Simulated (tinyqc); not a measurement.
Inside a calculation. Model: n-type polysilicon, carrier trapping at grain boundaries.

Computed by the program tinyqc: `OMP_NUM_THREADS=1 python tinyqc.py 2830208 2830209 out.jsonl`, one thread of a shared Intel Xeon 2.30GHz, about 0.01 s for the whole run. Printed values are rounded.

One-dimensional grains of size Lg, uniform ionised doping N, monovalent traps Qt at each boundary at a depth Et below (for electrons) or above (for holes) the band edge there, abrupt depletion of width W on each side of a boundary, Boltzmann statistics. xi is the distance from the band edge at the grain centre to the Fermi level. Trapped charge Qt/(1 + exp((xi + VB - Et)/Vt)) = 2 N W, barrier VB = q N W^2/(2 eps0 eps_r).

Inputs (values chosen for the exercise); values of the order met in polycrystalline silicon:
```
symbol,value,unit,meaning
T,350,K,temperature
eps_r,11.7,,relative permittivity
NB,3.53e19,cm^-3,conduction-band density of states at T
Lg,90,nm,grain size
Qt,2.6e12,cm^-2,trap density of a grain boundary
Et,0.31,eV,depth of the trap level from the majority band edge at the boundary
ms,0.51,m0,mass for thermionic emission
fe,0.12,,correction factor of the emission rate
mug,210,cm^2/(V s),mobility inside the grains
N,6.4e17,cm^-3,doping
```

Constants: q = 1.602176634e-19 C, kB = 1.380649e-23 J/K, m0 = 9.1093837015e-31 kg, Vt = kB T/q, eps0 = 8.8541878128e-14 F/cm where lengths are in cm. Results are converted to the units shown.

## Starting value

W = 12 nm.

W at the start = 12 nm

## Iteration 1: new W

Partly depleted grain, xi = Vt ln(NB/N): f = 1/(1 + exp((xi + VB - Et)/Vt)), g = Qt f - 2 N W, g' = -2 Qt f (1 - f) VB/(W Vt) - 2 N, W(new) = W - g/g'.

VB = 0.07126697 V
f = 0.9802607
g = 1.012678e12 cm^-2
g' = -1.478127e11 cm^-2/nm
W after iteration 1 = 18.85109 nm

## Iteration 2: new W

As before.

VB = 0.1758728 V
f = 0.6075249
g = -8.333748e11 cm^-2
g' = -5.115313e11 cm^-2/nm
W after iteration 2 = 17.22191 nm

## Iteration 3: new W

As before.

VB = 0.1467873 V
f = 0.8023855
g = -1.182025e11 cm^-2
g' = -3.610083e11 cm^-2/nm
W after iteration 3 = 16.89449 nm

## Course of the iteration

Stop when the step is below 1e-10 nm, or after 40 iterations.

Course of the iteration:

| iteration | W before the step (nm) | step (nm) |
|---|---|---|
| 1 | 12 | 6.85 |
| 2 | 18.85109 | -1.63 |
| 3 | 17.22191 | -0.327 |
| 4 | 16.89449 | -0.0147 |
| 5 | 16.87976 | -2.84e-5 |
| 6 | 16.87973 | -1.05e-10 |
| 7 | 16.87973 | 0 |

Converged in 7 iterations.

## Depletion width, Fermi level and barrier

If the trap equation with xi = Vt ln(NB/N) has a root W < Lg/2, the grain is partly depleted; otherwise W = Lg/2 and the trap equation gives xi = Et - VB + Vt ln(Qt/(N Lg) - 1). N* = Qt/Lg.

N* = 2.888889e17 cm^-3
W = 16.87973 nm
xi = 0.1209494 V
VB = 0.1410123 V
share of traps filled = 0.8310023

N is 2.22 N*, and the grain is partly depleted; VB = 4.68 Vt.

## Resistivity and effective mobility

n0 = NB exp(-xi/Vt); mean density n0 (1 - 2 W/Lg) by charge balance in a partly depleted grain, and n0 (sqrt(pi)/2) erf(u)/u with u = sqrt(VB/Vt) in a fully depleted one; v = sqrt(kB T/(2 pi ms m0)); barrier resistivity Vt exp(VB/Vt)/(q fe n0 v Lg); grain resistivity (1 - 2 W/Lg)/(q n0 mug); effective mobility 1/(q mean density total resistivity).

n0 = 6.4e17 cm^-3
mean density = 3.999327e17 cm^-3
v = 4.068704e6 cm/s
barrier resistivity = 7.180558 ohm cm
grain resistivity = 0.02901999 ohm cm
resistivity = 7.209578 ohm cm
effective mobility = 2.164676 cm^2/(V s)

The resistivity is 155 times that of a single crystal with the same N and mobility mug, and the mean density is 62.5 % of N.
